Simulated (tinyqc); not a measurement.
# FinFET, parasitic resistance, capacitance and delay: two studies

Nf fins under one contact; each has gated perimeter p = 2 Hf + Wf and cross-section A = Hf Wf; contact width Wc = Nf pf, stack height Hs = Hf. Contact length Lc = CPP - Lg - 2 Lsp, shared by two neighbouring gates. Source and drain sides are equal. The formulas are first-order estimates, not field solutions.

Inputs (values chosen for the exercise); values close to those of silicon logic devices:

| symbol | value | unit | meaning |
|---|---|---|---|
| T | 300 | K | temperature |
| Nf | 3 |  | number of fins |
| Hf | 60 | nm | fin height |
| Wf | 7 | nm | fin width |
| pf | 42 | nm | fin pitch |
| CPP | 48 | nm | contacted gate pitch |
| Lg | 16 | nm | gate length |
| Lsp | 5 | nm | spacer length |
| ks | 5.5 |  | relative permittivity of the spacer |
| Hc | 25 | nm | gate height above the channel stack |
| rc | 8.8e-10 | ohm cm^2 | contact resistivity |
| re | 0.00023 | ohm cm | resistivity of the source-drain epitaxy |
| te | 30 | nm | current-carrying depth of the epitaxy |
| rx | 0.00049 | ohm cm | resistivity of the extension |
| Lov | 1 | nm | gate overlap |
| Cinv | 3.6 | uF/cm^2 | inversion capacitance |
| vx | 9.7e6 | cm/s | injection velocity |
| mu | 180 | cm^2/(V s) | apparent mobility |
| VT | 0.25 | V | threshold at zero drain voltage |
| dl | 0.035 | V/V | barrier lowering |
| n | 1.21 |  | subthreshold factor |
| Cw | 0.13 | fF | wire load |
| Vdd | 0.6 | V | supply voltage |

Constants: q = 1.602176634e-19 C, kB = 1.380649e-23 J/K, eps0 = 8.8541878128e-12 F/m, Vt = kB T/q. Results are converted to the units shown.

Each table varies one quantity; the others keep the values above.

## Effect of the number of fins

Epitaxy sheet resistance Rsh = re/te, transfer length LT = sqrt(rc/Rsh), contact Rc = [sqrt(rc Rsh)/Wc] coth(Lc/(2 LT)); extension of one fin Rx = rx Lsp/A. With N fins: gate Cg = Cinv p N Lg; per side, plate Cp = ks eps0 [Wc (Hs + Hc) - N A]/Lsp, top fringe Cf = (2/pi) ks eps0 Wc ln(1 + Lg/(2 Lsp)), overlap Co = Cinv p N Lov. One fin: I = p Q vx u/(1 + |u|^1.8)^(1/1.8), Q = Cinv n Vt ln(1 + exp((Vg' - VT + dl Vd')/(n Vt))), u = Vd' mu/(vx Lg), Vg' = Vgs - v, Vd' = Vds - 2 v, with the drop on each side v = Rc (sum of I) + Rx I. Ieff = [I(Vgs = Vdd, Vds = Vdd/2) + I(Vdd/2, Vdd)]/2, total currents. With Cs = Cp + Cf + Co, the load of an inverter of two such devices driving an equal one is CL = 2 (Cg + 2 Cs) + 4 Cs + Cw (own drains counted twice for the Miller effect); delay CL Vdd/(2 Ieff).

Result of one run:
```
Nf  Rc (ohm)  Rx/N (ohm)  Ieff (uA)  CL (aF)  delay (ps)
2      98.56       29.17      161.2     1007       1.873
```

What becomes of these results when the number of fins Nf is changed from 2 to 5, all else the same?

Result of the changed run:
```
Nf  Rc (ohm)  Rx/N (ohm)  Ieff (uA)  CL (aF)  delay (ps)
5      39.42       11.67      402.9     2321       1.728
```

The whole series:
```
Nf  Rc (ohm)  Rx/N (ohm)  Ieff (uA)  CL (aF)  delay (ps)
1      197.1       58.33      80.59    568.3       2.115
2      98.56       29.17      161.2     1007       1.873
3      65.71       19.44      241.8     1445       1.793
4      49.28       14.58      322.4     1883       1.752
5      39.42       11.67      402.9     2321       1.728
6      32.85       9.722      483.5     2760       1.712
```

As Nf goes from 1 to 6, Ieff rises from 80.6 to 484 uA, CL rises from 568 to 2760 aF and the delay falls from 2.12 to 1.71 ps. From the first row to the last Ieff grows by a factor of 6.00 and CL by 4.86; the first step changes the delay by -11 %, the last by -0.93 %.

## Effect of the spacer length

Same model as above.

Effect of the spacer length:
```
Lsp (nm)  Rc (ohm)  Rx/N (ohm)  Ieff (uA)  CL (aF)  delay (ps)
2            52.69       7.778      250.8     2570       3.074
3            56.34       11.67      248.0     1946       2.354
4            60.61       15.56      245.0     1633       2.000
5            65.71       19.44      241.8     1445       1.793
6            71.86       23.33      238.2     1319       1.661
8            88.92       31.11      229.7     1160       1.515
10           117.6       38.89      218.0     1065       1.466
12           175.4       46.67      198.7     1001       1.512
```

Read the table: what changes, and by how much?

As Lsp goes from 2 to 12 nm, Ieff falls from 251 to 199 uA, CL falls from 2570 to 1000 aF and the delay goes from 3.07 through a minimum of 1.47 (at Lsp = 10 nm among the rows listed) to 1.51 ps. A thin spacer costs capacitance, a thick one resistance and contact length, hence the minimum. For Lsp = 2 to 3 nm the spacer is under 3.5 nm, where leakage and breakdown between gate and contact would forbid it.

Numbers from tinyqc (`OMP_NUM_THREADS=1 python tinyqc.py 2170120 2170121 out.jsonl`; about 0.04 s on one thread of a shared Intel Xeon 2.30GHz).
